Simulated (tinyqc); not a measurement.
Free and trapped electrons in a MOS channel with a dense trap tail: two steps of the calculation.

p-type body, charge-sheet picture, full ionisation (an idealisation for deep acceptors), Boltzmann statistics for free electrons. e = Ec - EF at the surface. Acceptor-like traps of density D(E) = D0 + De exp(-E/Ew) at depth E below Ec, from 0 to Eu, hold n_t = integral of D(E)/(1 + exp((e - E)/Vt)). psi = Eg - Vt ln(Nv/Na) - e; N_dep = sqrt(2 eps0 eps_r Na (psi - Vt)/q); n_f = sqrt(N_dep^2 + 2 eps0 eps_r Vt Nc exp(-e/Vt)/q) - N_dep; Vg = Vfb + psi + q (N_dep + n_t + n_f)/Cox, Cox = eps0 eox/tox.

Parameters, values chosen for the exercise; band and dielectric values close to those of 4H silicon carbide:
```
symbol    value         unit                                             meaning
T           250            K                                         temperature
Eg         3.24           eV                                            band gap
eps_r      9.53                                            relative permittivity
Nc      1.29e19        cm^-3              conduction-band density of states at T
Nv      1.89e19        cm^-3                 valence-band density of states at T
eox         3.9                           relative permittivity of the insulator
tox          32           nm                                 insulator thickness
Na       2.8e16        cm^-3                                    acceptor density
Vfb       -2.37            V            flat-band voltage without trapped charge
D0       2.5e11  cm^-2 eV^-1  constant background density of acceptor-like traps
De       3.3e12  cm^-2 eV^-1          density of the tail at the conduction edge
Ew         0.07           eV                            decay energy of the tail
Eu         0.83           eV        depth below Ec down to which the traps reach
mf          160   cm^2/(V s)                          mobility of free electrons
e         0.022           eV                              Ec - EF at the surface
```

Constants: q = 1.602176634e-19 C, kB = 1.380649e-23 J/K, Vt = kB T/q, eps0 = 8.8541878128e-14 F/cm where lengths are in cm. Results are converted to the units shown.

Problem 1. Trapped charge. Trapezoid rule on 13 equal steps from 0 to Eu, f = 1/(1 + exp((e - E)/Vt)).

Wanted: E; D(E) f; n_t.

Solution 1.

| point | E (eV) | D(E) f (cm^-2 eV^-1) |
|---|---|---|
| 0 | 0 | 9.400e11 |
| 1 | 0.06385 | 1.378e12 |
| 2 | 0.1277 | 7.767e11 |
| 3 | 0.1915 | 4.637e11 |
| 4 | 0.2554 | 3.359e11 |
| 5 | 0.3192 | 2.845e11 |
| 6 | 0.3831 | 2.639e11 |
| 7 | 0.4469 | 2.556e11 |
| 8 | 0.5108 | 2.522e11 |
| 9 | 0.5746 | 2.509e11 |
| 10 | 0.6385 | 2.504e11 |
| 11 | 0.7023 | 2.501e11 |
| 12 | 0.7662 | 2.501e11 |
| 13 | 0.8300 | 2.500e11 |

n_t = 3.580e11 cm^-2

Problem 2. Charges and gate voltage. psi, N_dep, n_f and Vg as defined, with the n_t given; free share n_f/(n_f + n_t); apparent mobility mf n_f/(n_f + n_t); gate voltage spent on traps q n_t/Cox.

n_t = 3.5798461e11 cm^-2

Find: psi; N_dep; n_f; Vg; free share; apparent mobility; gate voltage spent on traps.

Solution 2.

psi = 3.0777 V
N_dep = 9.4939e11 cm^-2
n_f = 4.4905e11 cm^-2
Vg = 3.3155 V
free share = 55.642 %
apparent mobility = 89.027 cm^2/(V s)
gate voltage spent on traps = 0.53151 V

Computed by the program tinyqc: `OMP_NUM_THREADS=1 python tinyqc.py 2222033 2222034 out.jsonl`, one thread of a shared Intel Xeon 2.30GHz, about 0.03 s for the whole run.
